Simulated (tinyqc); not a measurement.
Ellipsometry and reflectance of a transparent film on an absorbing substrate: one step of the calculation.

Air (index 1), film, substrate with N2 = n2 - i k2; time factor exp(+i w t). q_j = sqrt(N_j^2 - sin^2 th), root with positive real part. Fresnel coefficients r_s = (q_a - q_b)/(q_a + q_b), r_p = (N_b^2 q_a - N_a^2 q_b)/(N_b^2 q_a + N_a^2 q_b). tan(Psi) exp(i Delta) = R_p/R_s, Delta taken from 0 to 360 degrees.

Question. Psi, Delta and reflectances. beta = 2 pi d q1/lam, X = exp(-2 i beta), R = (r01 + r12 X)/(1 + r01 r12 X) for p and s.

Inputs (values chosen for the exercise): wavelength lam = 546.1 nm; film thickness d = 1.2 nm.

q1 = 2.2149072
r01,p = -0.056023728
r01,s = -0.73247566
r12,p = 0.23268170-0.00338766i
r12,s = -0.28453933+0.00368094i

Wanted: beta; X; R_p; R_s; Psi; Delta; |R_p|^2; |R_s|^2.

Answer.

beta = 0.030580 rad
X = 0.99813-0.06112i
R_p = 0.17832-0.01801i
R_s = -0.84145+0.00669i
Psi = 12.024 degrees
Delta = 174.69 degrees
|R_p|^2 = 0.032121
|R_s|^2 = 0.70809

The bare substrate gives Psi = 12.01 and Delta = 178.97 degrees.

Numbers from tinyqc (`OMP_NUM_THREADS=1 python tinyqc.py 2870131 2870132 out.jsonl`; about 0.01 s on one thread of a shared Intel Xeon 2.30GHz).
